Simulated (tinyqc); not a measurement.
Ratio and sensitivities against delay: time-domain thermoreflectance: layered heat flow under a modulated pulse train, and what the signal ratio measures. Computed by tinyqc, a small Python program. Command: `OMP_NUM_THREADS=1 python tinyqc.py 3113585 3113586 out.jsonl tdtr walk`. One thread of a shared host (Intel(R) Xeon(R) Processor @ 2.30GHz), about 0.1 s of CPU time with the checks.

Pulses repeat at 80 MHz; heat is laid down at the surface, all layers are isotropic.

Inputs (values chosen for the exercise, modelled on aluminium on sapphire):
```
quantity                                value        unit
metal thickness d                         110          nm
metal conductivity                        170     W/(m K)
metal heat capacity                      2.42  MJ/(m^3 K)
boundary conductance G under the metal    170  MW/(m^2 K)
substrate conductivity kappa             33.9     W/(m K)
substrate heat capacity C                3.12  MJ/(m^3 K)
modulation frequency f                    9.8         MHz
spot radius w (1/e^2, pump and probe)     4.7  micrometre
```

Stack: metal, substrate.

Method:
- For radial wave number k and angular frequency W each layer has u = sqrt(4 pi^2 k^2 + i W C/kappa) and gamma = kappa u. Surface impedance from below: Z = 1/gamma for the substrate; a layer of thickness L maps Z to (Z + tanh(u L)/gamma)/(1 + gamma Z tanh(u L)); a boundary adds 1/G.
- Response per absorbed watt H(W) = 2 pi int_0^(2/w) Z(k, W) exp(-pi^2 k^2 w^2) k dk by 20 Gauss-Legendre points.
- Signal: X + iY = sum_(m = -M..M) H(2 pi (f + m f_r)) exp(i 2 pi m f_r t) exp(-pi (m/M)^2 x 4), f_r = 80 MHz, M = 4000, with H(-W) the complex conjugate of H(W); V_in = X, V_out = Y, ratio = -V_in/V_out.
- Sensitivity S = ln(ratio'/ratio)/ln(1.01) for a rise of one input by 1 %.

Ratio and sensitivities:
```
t (ps)   ratio  S to kappa    S to G    S to d   S to C    S to w
100     5.7175     0.44352   0.07345  -0.82124  0.42252  -0.16718
200     5.2413     0.42727   0.03085  -0.81693  0.40641  -0.16105
400     4.5433     0.39744  -0.03295  -0.69797  0.37675  -0.15086
800     3.5869     0.34887  -0.11528  -0.52178  0.32802  -0.13642
1500    2.6005     0.28671  -0.19187  -0.32266  0.26473  -0.12146
2500    1.8322     0.22559  -0.23735  -0.15506  0.20097  -0.11118
4000    1.2194     0.16739  -0.25239  -0.02135  0.13732  -0.10811
```

What does the comparison show, and why?

The largest sensitivity in size at 100 ps is to d (-0.82). kappa and C enter almost alike, through the effusivity. At 400 ps an error of 3 % in d passes on as 5 % in kappa.

Extremes, crossings and ranges named in words are read from the listed rows.
